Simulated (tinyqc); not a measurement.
Access strength from the read disturbance.

Inverse problem. Transistor (EKV form, voltages against the body): I = 2 n b Vt^2 [F(vp - Vs) - F(vp - Vd)] from drain to source, F(v) = ln^2(1 + exp(v/(2 Vt))), vp = (Vg - VT + sg |Vd - Vs|)/n. n-channel bodies are at 0; for the p-channel device all voltages are counted down from Vdd. b in uA/V^2 gives I in uA. In an SRAM read the low node Q obeys In(gate QB, drain Q) = Ip(gate QB, drain Q) + Ia, where the access transistor (threshold VTn) has its gate and drain at Vdd and its source at Q. Find Ia, ba and the cell ratio bn/ba.

Inputs (values chosen for the exercise):
- T = 400 K (temperature)
- Vdd = 0.5 V (supply voltage)
- n = 1.44 (slope factor)
- sg = 0.028 (drain-induced barrier lowering)
- VTn = 0.31 V (n-channel threshold)
- VTp = 0.31 V (p-channel threshold (magnitude))
- bn = 230 uA/V^2 (gain factor of the pull-down transistor)
- bp = 120 uA/V^2 (gain factor of the pull-up transistor)

Constants: q = 1.602176634e-19 C, kB = 1.380649e-23 J/K, Vt = kB T/q. Results are converted to the units shown.

Q and QB in the read (V): 0.054543483  0.49963012

Solution. The node equation gives Ia, which is proportional to ba.

Ia = 1.77 uA
ba = 230 uA/V^2
cell ratio = 1.00

Program tinyqc, `OMP_NUM_THREADS=1 python tinyqc.py 2340068 2340069 out.jsonl`; Intel Xeon 2.30GHz, shared host, one thread, about 0.1 s.
